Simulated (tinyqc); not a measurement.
Orbital energy against energy difference: ionisation energy by orbital energies and by energy differences in the 6-31g basis, for BeH2, spin multiplicity 1. Computed by the program tinyqc with PySCF. The cation is unrestricted; errors are against CCSD(T) in this basis, not against experiment.

Geometry (angstrom):

| atom | x | y | z |
|---|---|---|---|
| Be | 0.0000 | 0.0000 | 0.0000 |
| H | 0.0000 | 1.2300 | 0.0000 |
| H | 0.0000 | -1.2300 | 0.0000 |

CCSD(T) difference in the same basis = 11.9403 eV

IP-EOM-CCSD = 11.9731 eV

First vertical ionisation energy (eV):

| method | -e(HOMO) | E(cation) - E | error of -e(HOMO) | error of the difference |
|---|---|---|---|---|
| HF | 12.556 | 11.76211 | 0.616 | -0.178 |
| LDA | 7.594 | 12.01788 | -4.347 | 0.078 |
| PBE | 7.616 | 12.03976 | -4.324 | 0.100 |
| B3LYP | 8.847 | 12.29709 | -3.093 | 0.357 |
| PBE0 | 9.036 | 12.22600 | -2.904 | 0.286 |
| CAM-B3LYP | 10.555 | 12.38937 | -1.385 | 0.449 |
| LC-wPBE | 12.039 | 12.53601 | 0.098 | 0.596 |

What does the comparison show, and why?

Koopmans errs by +0.62 eV and Delta-HF by -0.18 eV: relaxation, 0.79 eV, lowers the value and the missing correlation difference works against it. The PBE level is off by -4.3 eV through the wrong tail of its potential, though its energy difference is off by +0.10 eV; exact exchange deepens the level, and among the orbital energies LC-wPBE comes closest; among the differences LDA does.
